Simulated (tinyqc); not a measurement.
# Polycrystalline film, grain-boundary barriers (Seto model): several studies

One-dimensional grains of size Lg with donors N; each boundary has Qt acceptor-like traps per area at one level Et below the band edge. Trapped electrons qt deplete a width w = qt/N (both sides together) and raise a barrier Vb = q N w^2/(8 eps0 eps_r). Current crosses the barriers by thermionic emission at small bias. Abrupt depletion, full ionisation, Boltzmann statistics.

Inputs (values chosen for the exercise); values close to those of polycrystalline silicon: temperature T = 273 K; relative permittivity of the semiconductor eps_r = 11.7; grain size Lg = 20 nm; trap density at a boundary Qt = 3e12 cm^-2; donor density N = 6.2e17 cm^-3; mobility inside a grain mg = 330 cm^2/(V s); collection velocity at the barrier vc = 5.7e6 cm/s; conduction-band density of states at T Nc = 2.43e19 cm^-3; trap level below the band edge Et = 0.43 eV.

Constants: q = 1.602176634e-19 C, kB = 1.380649e-23 J/K, Vt = kB T/q, eps0 = 8.8541878128e-14 F/cm where lengths are in cm. Results are converted to the units shown.

Each table varies one quantity; the others keep the values above.

## Effect of the grain size

Partly depleted grains: the density at the grain centre is n0 = N and qt = Qt/(1 + 2 (Nc/N) exp((Vb - Et)/Vt)). If that gives qt >= N Lg, the grains are fully depleted: qt = N Lg, w = Lg and n0 = 2 Nc exp((Vb - Et)/Vt)/(Qt/(N Lg) - 1). Resistivity: barriers rb = Vt exp(Vb/Vt)/(q n0 vc Lg), grain interior rg = (1 - w/Lg)/(q mg N); effective mobility 1/(q N (rb + rg)).

Results:

| Lg (nm) | w/Lg | Vb (V) | n0 (cm^-3) | resistivity (ohm cm) |
|---|---|---|---|---|
| 4 | 1.000 | 0.001918 | 5.479e10 | 1.275e6 |
| 6.5 | 1.000 | 0.005064 | 1.079e11 | 4.557e5 |
| 11 | 1.000 | 0.01450 | 3.054e11 | 1.420e5 |
| 17 | 1.000 | 0.03464 | 1.323e12 | 4.992e4 |
| 28 | 1.000 | 0.09397 | 4.179e13 | 1.195e4 |
| 74 | 0.6242 | 0.2557 | 6.200e17 | 295.4 |
| 120 | 0.3849 | 0.2557 | 6.200e17 | 182.2 |

Estimate the missing row, Lg = 45 nm.

Computed row:

| Lg (nm) | w/Lg | Vb (V) | n0 (cm^-3) | resistivity (ohm cm) |
|---|---|---|---|---|
| 45 | 1.000 | 0.2427 | 2.253e17 | 768.8 |

With this row back in the table: As Lg goes from 4 to 120 nm, the barrier rises from 0.00192 to 0.256 V and the resistivity falls from 1.28e6 to 182 ohm cm. The grains are fully depleted in 6 of the 8 rows. For Lg = 4 to 17 nm the barrier is under 2 Vt, where the depletion and emission pictures are rough.

## Effect of the trap density at a boundary

Same model as above.

Result of one run:

| Qt (cm^-2) | w/Lg | Vb (V) | n0 (cm^-3) | resistivity (ohm cm) |
|---|---|---|---|---|
| 1.6e12 | 1.000 | 0.04794 | 1.482e13 | 6672 |

What becomes of these results when the trap density at a boundary Qt is changed from 1.6e12 to 5.1e12 cm^-2, all else the same?

Result of the changed run:

| Qt (cm^-2) | w/Lg | Vb (V) | n0 (cm^-3) | resistivity (ohm cm) |
|---|---|---|---|---|
| 5.1e12 | 1.000 | 0.04794 | 1.382e12 | 7.154e4 |

The whole series:

| Qt (cm^-2) | w/Lg | Vb (V) | n0 (cm^-3) | resistivity (ohm cm) |
|---|---|---|---|---|
| 5e11 | 0.4032 | 0.007795 | 6.200e17 | 0.04714 |
| 7.4e11 | 0.5968 | 0.01707 | 6.200e17 | 0.05523 |
| 1.1e12 | 0.8871 | 0.03773 | 6.200e17 | 0.1067 |
| 1.6e12 | 1.000 | 0.04794 | 1.482e13 | 6672 |
| 2.3e12 | 1.000 | 0.04794 | 5.032e12 | 1.965e4 |
| 3.5e12 | 1.000 | 0.04794 | 2.360e12 | 4.189e4 |
| 5.1e12 | 1.000 | 0.04794 | 1.382e12 | 7.154e4 |
| 7.5e12 | 1.000 | 0.04794 | 8.520e11 | 1.160e5 |

As Qt goes from 5e11 to 7.5e12 cm^-2, the barrier rises from 0.00780 to 0.0479 V and the resistivity rises from 0.0471 to 1.16e5 ohm cm. The grains are fully depleted in 5 of the 8 rows. For Qt = 5e11 to 1.1e12 cm^-2 the barrier is under 2 Vt, where the depletion and emission pictures are rough.

## Effect of the donor density

Same model as above.

Effect of the donor density:

| N (cm^-3) | w/Lg | Vb (V) | n0 (cm^-3) | resistivity (ohm cm) |
|---|---|---|---|---|
| 7.5e16 | 1.000 | 0.005800 | 3.774e10 | 4.367e5 |
| 1.5e17 | 1.000 | 0.01160 | 1.020e11 | 2.068e5 |
| 3.1e17 | 1.000 | 0.02397 | 4.045e11 | 8.822e4 |
| 6.3e17 | 1.000 | 0.04872 | 3.219e12 | 3.174e4 |
| 1.3e18 | 1.000 | 0.1005 | 2.614e14 | 3536 |
| 2.6e18 | 0.5769 | 0.06692 | 2.600e18 | 0.08826 |
| 5.3e18 | 0.2830 | 0.03283 | 5.300e18 | 0.01237 |
| 1.1e19 | 0.1364 | 0.01582 | 1.100e19 | 0.003779 |
| 2.2e19 | 0.06818 | 0.007909 | 2.200e19 | 0.001620 |
| 4.5e19 | 0.03333 | 0.003866 | 4.500e19 | 7.436e-4 |

As N goes from 7.5e16 to 4.5e19 cm^-3, the barrier goes from 0.00580 through a maximum of 0.101 (at N = 1.3e18 cm^-3 among the rows listed) to 0.00387 V and the resistivity falls from 4.37e5 to 7.44e-4 ohm cm. The grains are fully depleted in 5 of the 10 rows. The steepest fall, as N^(-15.3), lies between 1.3e18 and 2.6e18 cm^-3; N* = 1.50e18 cm^-3. The barrier grows with N while the grains are depleted and shrinks once they are not, hence the maximum. At N = 7.5e16, 1.5e17, 3.1e17, 5.3e18, 1.1e19, 2.2e19, 4.5e19 cm^-3 the barrier is under 2 Vt, where the depletion and emission pictures are rough. For N = 1.1e19 to 4.5e19 cm^-3 N passes 0.3 Nc, where degeneracy and tunnelling through the thin barriers matter.

tinyqc, about 0.01 s, one thread, Intel Xeon 2.30GHz (shared host): `OMP_NUM_THREADS=1 python tinyqc.py 2610148 2610149 out.jsonl`
